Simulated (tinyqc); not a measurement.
# Capacitance measurement on a leaky thin oxide: effects of series resistance and leakage: effect of the gate leakage current density, not matched to the thickness

The device is a capacitance C in parallel with a leakage conductance G, in series with Rs and Ls. An impedance meter reports either a parallel pair (Cp, Gp) from Y = 1/Z = Gp + i w Cp or a series pair (Cs, Rm) from Z = Rm + 1/(i w Cs); w = 2 pi f, dissipation D = Gp/(w |Cp|).

EOT = 3.9 tox/eox; CET = EOT + zc + zp; C = 3.9 eps0 A/CET; G = Jg A/Vs. Z = Rs + i w Ls + 1/(G + i w C); CET read from Cp = 3.9 eps0 A/Cp; errors under 0.001 % are printed as 0.

Parameters, values chosen for the exercise; values of the order met in thin-oxide MOS capacitors: relative permittivity of the gate insulator (close to silicon dioxide) eox = 3.9; insulator thickness tox = 2.2 nm; gate area A = 400 um^2; oxide-equivalent thickness added by the accumulation layer zc = 0.49 nm; oxide-equivalent thickness added by gate depletion zp = 0 nm; voltage for an e-fold rise of the leakage Vs = 0.31 V; series resistance Rs = 74 ohm; series inductance Ls = 0 nH; measuring frequency f = 1e5 Hz.

Constants: eps0 = 8.8541878128e-14 F/cm where lengths are in cm. Results are converted to the units shown.

The same in every row: C (pF) = 5.135.

Result of one run:

| Cp (pF) | Cs (pF) | D | error of Cp (%) | error of Cs (%) | CET read from Cp (nm) |
|---|---|---|---|---|---|
| 5.133 | 8.420 | 0.8003 | -0.0382 | 64.0 | 2.691 |

Which gate leakage current density, not matched to the thickness Jg gave this result: 0.0001, 0.001, 0.2, 2 or 30 A/cm^2?

Jg = 0.2 A/cm^2.

The whole series:

| Jg (A/cm^2) | Cp (pF) | Cs (pF) | D | error of Cp (%) | error of Cs (%) | CET read from Cp (nm) |
|---|---|---|---|---|---|---|
| 1e-5 | 5.135 | 5.135 | 2.787e-4 | 0 | 0 | 2.690 |
| 0.0001 | 5.135 | 5.135 | 6.387e-4 | 0 | 0 | 2.690 |
| 0.001 | 5.135 | 5.135 | 0.004238 | 0 | 1.60e-3 | 2.690 |
| 0.02 | 5.135 | 5.168 | 0.08023 | -3.82e-3 | 0.640 | 2.690 |
| 0.2 | 5.133 | 8.420 | 0.8003 | -0.0382 | 64.0 | 2.691 |
| 2 | 5.115 | 333.7 | 8.014 | -0.381 | 6400 | 2.700 |
| 30 | 4.853 | 7.392e4 | 123.4 | -5.49 | 1.44e6 | 2.846 |
| 300 | 3.103 | 7.392e6 | 1544 | -39.6 | 1.44e8 | 4.452 |

As Jg goes from 1e-5 to 300, the error of Cp goes from 0 to -39.6 %, that of Cs from 0 to 1.44e8 %, and D rises from 2.79e-4 to 1540. The CET read from Cp goes from 2.69 to 4.45 nm against the true 2.69 nm. For Jg = 2, 30, 300 D exceeds 1, where the accuracy of real meters degrades in proportion to sqrt(1 + D^2).

tinyqc, about 0.01 s, one thread, Intel Xeon 2.30GHz (shared host): `OMP_NUM_THREADS=1 python tinyqc.py 2022038 2022039 out.jsonl`
